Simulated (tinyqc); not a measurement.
Inside a calculation. Model: metal gate on a two-layer dielectric stack with fixed charge and a dipole.

Computed by the program tinyqc: `OMP_NUM_THREADS=1 python tinyqc.py 2010103 2010104 out.jsonl`, one thread of a shared Intel Xeon 2.30GHz, about 0.01 s for the whole run. Printed values are rounded.

Gate, layer 2, layer 1, p-type semiconductor; x runs from the gate inwards. Charges are counted in units of +q. psi is the band bending at the surface, positive towards inversion. Classical charge, Boltzmann statistics, no interface traps.

Values chosen for this exercise; band and dielectric values close to those of silicon, layer 1 close to silicon dioxide, layer 2 close to hafnium oxide: temperature T = 300 K; band gap Eg = 1.14 eV; relative permittivity eps_r = 11.6; conduction-band density of states at T Nc = 2.76e19 cm^-3; valence-band density of states at T Nv = 2.69e19 cm^-3; electron affinity chi = 4.01 eV; acceptor density Na = 5.1e16 cm^-3; work function of the gate metal pM = 4.38 eV; thickness of layer 1, next to the semiconductor t1 = 1.2 nm; relative permittivity of layer 1 e1 = 4.03; thickness of layer 2, next to the gate t2 = 4.7 nm; relative permittivity of layer 2 e2 = 21.5; fixed charge at the semiconductor interface Q1 = 8.1e11 cm^-2; fixed charge between the layers Q2 = 1.6e11 cm^-2; uniform charge density in layer 1 r1 = 0 cm^-3; uniform charge density in layer 2 r2 = -4.5e18 cm^-3; flat-band shift by a dipole layer between the layers Vd = 0.16 V; band bending psi of the working point ps = 0.933 V.

Constants: q = 1.602176634e-19 C, kB = 1.380649e-23 J/K, Vt = kB T/q, eps0 = 8.8541878128e-14 F/cm where lengths are in cm. Results are converted to the units shown.

## Equivalent thickness and work-function difference

EOT = 3.9 (t1/e1 + t2/e2), Cox = eps0/(t1/e1 + t2/e2); phi_ms = pM - (chi + Eg - Vt ln(Nv/Na)).

EOT = 2.01385 nm
Cox = 1.71469 uF/cm^2
share of layer 1 in the EOT = 57.6652 %
phi_ms = -0.607958 V

## Flat-band voltage, term by term

EOT = 3.9 (t1/e1 + t2/e2), Cox = eps0/(t1/e1 + t2/e2); phi_ms = pM - (chi + Eg - Vt ln(Nv/Na)). Vfb = phi_ms + Vd - (q/eps0) [Q1 (t1/e1 + t2/e2) + Q2 t2/e2 + r1 (t1^2/(2 e1) + t1 t2/e2) + r2 t2^2/(2 e2)]: each charge counts with its electrical distance from the gate.

terms (V): phi_ms -0.607958, dipole 0.160000, Q1 -0.075685, Q2 -0.006329, r1 0.000000, r2 0.041831
Vfb = -0.488141 V

Apart from phi_ms the largest term is that of dipole, 160 mV; all charges and the dipole together move Vfb by 120 mV.

## Threshold voltage

ni = sqrt(Nc Nv) exp(-Eg/(2 Vt)), Eg in volts, pB = Vt ln(Na/ni), Vth = Vfb + 2 pB + sqrt(4 q eps0 eps_r Na pB)/Cox.

ni = 7.24023e9 cm^-3
pB = 0.407626 V
depletion charge = 0.116978 uC/cm^2
Vth = 0.395332 V

## Charge in the semiconductor

ni = sqrt(Nc Nv) exp(-Eg/(2 Vt)), Eg in volts. Qs = -sign(psi) sqrt(2 q eps0 eps_r Na Vt [exp(-u) + u - 1 + (ni/Na)^2 (exp(u) - u - 1)]), u = psi/Vt.

Qs = -0.237660 uC/cm^2

The surface is in strong inversion: psi exceeds 2 Vt ln(Na/ni) = 0.815 V.

## Fields and voltage drops

Gauss: D = -Qs just inside the semiconductor; going towards the gate subtract q Q1, then q r1 t1, q Q2 and q r2 t2. Field = D/(eps0 e); the drop over a layer is its mean field times its thickness; Vg = phi_ms + Vd + psi + both drops.

```
place	D (uC/cm^2)	field (MV/cm)
layer 2, gate side	0.421109	0.221211
layer 2, inner side	0.082249	0.043206
layer 1, outer side	0.107883	0.302344
layer 1, semiconductor side	0.107883	0.302344
semiconductor surface	0.237660	0.231392
```

drop over layer 2 = 0.0621380 V
drop over layer 1 = 0.0362813 V
Vg = 0.583461 V

The same Vg follows from Vfb + psi - Qs/Cox. The largest field, 0.302 MV/cm in size, is at: layer 1, outer side.
